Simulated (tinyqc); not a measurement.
Deep level with several charge states, and Shockley-Read-Hall recombination: one step. Emission and generation in a depleted region.

One level at Et with degeneracy 1: tn = 1/(sn vth Nt), tp = 1/(sp_ vth Nt), n1 = Nc exp((Et - Eg)/kT), p1 = Nv exp(-Et/kT), ni^2 = n1 p1. Equilibrium n0 = Nm, p0 = ni^2/Nm; n = n0 + dn, p = p0 + dn. U = (n p - ni^2)/(tp (n + n1) + tn (p + p1)), lifetime dn/U; emission rates en = sn vth n1, ep = sp_ vth p1.

Constants: kB = 8.617333262e-05 eV/K.

Values chosen for the exercise (gap and densities of states near those of Si at this temperature; not measured data): Eg = 1.13 eV (gap); Nc = 2.79e+19 1/cm^3 (conduction-band density of states); Nv = 1.1e+19 1/cm^3 (valence-band density of states); T = 300 K; Et = 0.629 eV (recombination level above Ev); Nt = 1.3e+14 1/cm^3 (defects); sn = 5.8e-15 cm^2 (electron capture cross-section); sp_ = 1.1e-14 cm^2 (hole capture cross-section); vth = 19000000 cm/s (thermal velocity, both carriers).

Task: With n = p = 0 the level generates pairs at G = Nt en ep/(en + ep); generation lifetime tg = ni/G; current density e G W for a width W = 1 micrometre, e = 1.602176634e-19 C.

Give: en, ep; G; tg; current density.

Result:

en, ep (1/s): [1.18e+04, 62.3]

G = 8.06e+15 1/(cm^3 s)
tg = 0.701 microsecond
current density = 1.29e-07 A/cm^2

The slower step, hole emission, limits the rate: en/ep = 189.

Run: tinyqc, `OMP_NUM_THREADS=1 python tinyqc.py 1681091 1681092 out.jsonl`; Intel(R) Xeon(R) Processor @ 2.30GHz, one thread, shared host; about 0.01 s of CPU time with all checks.
